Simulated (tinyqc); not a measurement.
Chemically amplified photoresist: aerial image, acid generation, bake, development and line width: one step, computed by the program tinyqc. Command: `OMP_NUM_THREADS=1 python tinyqc.py 3008533 3008534 out.jsonl resist walk`. One thread of a shared host (Intel(R) Xeon(R) Processor @ 2.30GHz), about 0.02 s of CPU time with the checks.

Lines and spaces of pitch p with a two-beam-like image; x = 0 is the middle of the bright space. The resist is positive and treated as uniform in depth.

Problem. Space width and dose latitude. Dose E(x) = E [1 + c cos(2 pi x/p)]; acid h = 1 - exp(-C E(x)). Bake: the acid image is blurred by a Gaussian of variance sigma^2 = 2 D t (each Fourier term k of h, taken on 64 points, is multiplied by exp(-4 pi^2 k^2 D t/p^2)). The quencher then removes q, h_eff = max(h_blurred - q, 0); protection m = exp(-k_amp t h_eff). Mack rate r = r_max (a + 1)(1 - m)^n/(a + (1 - m)^n) + r_min, a = ((n + 1)/(n - 1))(1 - m_th)^n. Edge: vertical development clears the film where r t_d >= d; the space width is twice the x where r = d/t_d. Dose sensitivity = d ln(width)/d ln E from widths at 1.005 E and E/1.005; image log-slope at the edge = |d ln E/dx|, normalised by the width (NILS); latitude for 10 % of width = 10 %/sensitivity.

Inputs (values chosen for the exercise, for a model resist at 248 nm):
```
quantity                                         value     unit
pitch p                                            290       nm
image contrast c                                  0.62        -
mean dose E                                       10.2  mJ/cm^2
Dill parameter C                                  0.03  cm^2/mJ
quencher load q, relative to the acid generator   0.12        -
acid diffusivity D                                 1.1   nm^2/s
bake time t                                         90        s
amplification rate k_amp                         0.026      1/s
threshold protection m_th                         0.48        -
development selectivity n                            5        -
largest rate r_max                                 900     nm/s
smallest rate r_min                               0.18     nm/s
resist thickness d                                 290       nm
development time t_d                                30        s
```

Give: space width; dose sensitivity; NILS; dose latitude.

Solution.

space width = 168.0 nm

dose sensitivity = 0.8123

NILS = 2.583

dose latitude = 12.31 %

At the same width a resist without blur would give a sensitivity 2/NILS = 0.774; the blur multiplies it by 1.05. Caution: lateral development, standing waves and the joint diffusion of acid and quencher are left out, so widths are indicative.
